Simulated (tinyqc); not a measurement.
# Doping and flat-band voltage from the body effect

Problem. VT = Vfb + 2 phiF + gamma sqrt(2 phiF + Vsb), phiF = Vt ln(Na/ni), gamma = sqrt(2 q eps0 eps_r Na)/Cox, Cox = eps0 eox/tox. Find Na, gamma and Vfb from two thresholds.

Parameters, values chosen for the exercise; material values close to those of gallium nitride: temperature T = 250 K; relative permittivity of the semiconductor eps_r = 9.42; relative permittivity of the gate insulator eox = 3.76; insulator thickness tox = 23 nm.

Constants: q = 1.602176634e-19 C, kB = 1.380649e-23 J/K, Vt = kB T/q, eps0 = 8.8541878128e-14 F/cm where lengths are in cm. Results are converted to the units shown.

VT at Vsb = 0 and 2 V (V): [3.1755578, 3.5429142]
ni = 1.3301602e-15 cm^-3

Answer. The difference of the thresholds, gamma [sqrt(2 phiF + Vsb) - sqrt(2 phiF)], holds no Vfb and rises with Na, so it has one root; Vfb then follows from the first threshold.

Na = 4.30e16 cm^-3
gamma = 0.741 V^0.5
Vfb = -1.26 V

Program tinyqc, `OMP_NUM_THREADS=1 python tinyqc.py 2360052 2360053 out.jsonl`; Intel Xeon 2.30GHz, shared host, one thread, about 0.04 s.
